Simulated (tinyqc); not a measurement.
Pair-potential crystal by lattice sums. Changing the stiffness alpha r0. Computed by tinyqc, a small Python program. Command: `OMP_NUM_THREADS=1 python tinyqc.py 3022294 3022295 out.jsonl pairsum sweep`. One thread of a shared host (Intel(R) Xeon(R) Processor @ 2.30GHz), about 0.05 s of CPU time with the checks.

Energy per atom E = (1/2) sum over neighbours of phi(r); d is the nearest-neighbour distance.

Inputs (values chosen for the exercise, for model atoms): well depth eps = 0.423 eV; pair minimum r0 = 2.99 angstrom; cut-off r_c/r0 = 1.83.

Potential: Morse. Structure: bcc.

Constants: 1 eV/angstrom^3 = 160.2176634 GPa.

Method:
- phi0(r) = eps [exp(-2 alpha (r - r0)) - 2 exp(-alpha (r - r0))]; shifted-force cut-off: phi(r) = phi0(r) - phi0(r_c) - (r - r_c) phi0'(r_c) for r < r_c, zero beyond.
- Shells (distance in units of d, count): fcc 1.0000 (12), 1.4142 (6), 1.7321 (24), 2.0000 (12), 2.2361 (24), 2.4495 (8), 2.6458 (48), 2.8284 (6), 3.0000 (36), 3.1623 (24); hcp 1.0000 (12), 1.4142 (6), 1.6330 (2), 1.7321 (18), 1.9149 (12), 2.0000 (6), 2.2361 (12), 2.3805 (12), 2.4495 (6), 2.5166 (6), 2.5820 (12), 2.6458 (24), 2.7080 (6), 2.8868 (12), 3.0000 (12), 3.1091 (24), 3.1623 (12); bcc 1.0000 (8), 1.1547 (6), 1.6330 (12), 1.9149 (24), 2.0000 (8), 2.3094 (6), 2.5166 (24), 2.5820 (24), 2.8284 (24), 3.0000 (32); sc 1.0000 (6), 1.4142 (12), 1.7321 (8), 2.0000 (6), 2.2361 (24), 2.4495 (24), 2.8284 (12), 3.0000 (30), 3.1623 (24); diamond 1.0000 (4), 1.6330 (12), 1.9149 (12), 2.3094 (6), 2.5166 (12), 2.8284 (24), 3.0000 (16). Volumes per atom in d^3: fcc 0.70711, hcp 0.70711, bcc 0.76980, sc 1.00000, diamond 1.53960; hcp has the ideal c/a. Every shell inside the cut-off is summed.
- Equilibrium: dE/dd = 0 at the lowest minimum with d between 0.78 r0 and 1.45 r0; B = d^2 E''(d)/(9 Omega).
- Unrelaxed vacancy: removing an atom breaks its bonds (2|E|) and placing it on the surface returns |E|, so E_v = |E|.
- At zero stress C_ijkl = (1/(2 Omega)) sum (phi'' - phi'/r) R_i R_j R_k R_l / r^2 over all neighbours, on cube axes; so C44 = C12 (Cauchy relation). C' = (C11 - C12)/2.

One run for each value:
```
stiffness alpha r0  energy per atom (eV)  equilibrium distance d (angstrom)  bulk modulus B (GPa)  C' (GPa)
3.2                              -1.5672                             2.7951                 32.92    -6.579
4.2                              -2.0920                             2.8395                 75.65    -6.875
5.1                              -2.3143                             2.8703                132.63    -0.977
6.1                              -2.3949                             2.8955                180.67   -13.248
7.1                              -2.3842                             2.9148                231.74   -27.124
8.1                              -2.3325                             2.9296                286.02   -41.050
9.0                              -2.2727                             2.9401                337.82   -52.696
10.0                             -2.2039                             2.9495                398.86   -63.983
```

Over the rows, energy per atom (eV) goes from -1.57 through a minimum among these rows, -2.39 at 6.10, to -2.20; equilibrium distance d (angstrom) rises from 2.80 to 2.95 (exponent d ln y / d ln x 0.058 between the first rows and 0.030 between the last); bulk modulus B (GPa) rises from 32.9 to 399 (exponent d ln y / d ln x 3.1 between the first rows and 1.6 between the last). A stiff well binds the first shell alone, where E tends to -z eps/2 = -1.692 eV and d to r0.

Extremes, crossings and ranges named in words are read from the listed rows.
